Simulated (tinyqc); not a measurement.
Hubbard ring of 3 sites, step by step. One step of it, computed by the program tinyqc.

Task: Mean-field iteration 1. H(up) = T + U n(down), H(down) = T + U n(up); fill the lowest levels; n(new) = n + mixing (n(out) - n); E = tr T (rho up + rho down) + U sum n_up n_down of the output.

one-body matrix (hopping and site energies) (eV):
```
           1          2          3
1  -0.680000  -1.630000  -1.630000
2  -1.630000  -0.630000  -1.630000
3  -1.630000  -1.630000   0.380000
```

U = 2.300000 eV

electrons, up and down: 2  1

mixing = 0.500000

n(up) at the start (a guess, not normalised): 1 1.000000, 2 0.217000, 3 1.000000

n(down) at the start (a guess): 1 0.000000, 2 0.783000, 3 0.000000

Give: levels, up; levels, down; energy; n(up) after iteration 1; n(down) after iteration 1.

Result:

levels, up (eV): -3.089  1.461  2.498

levels, down (eV): -2.154  2.408  3.915

energy = -4.340 eV

n(up) after iteration 1: 1 0.987, 2 0.257, 3 0.865

n(down) after iteration 1: 1 0.129, 2 0.673, 3 0.090
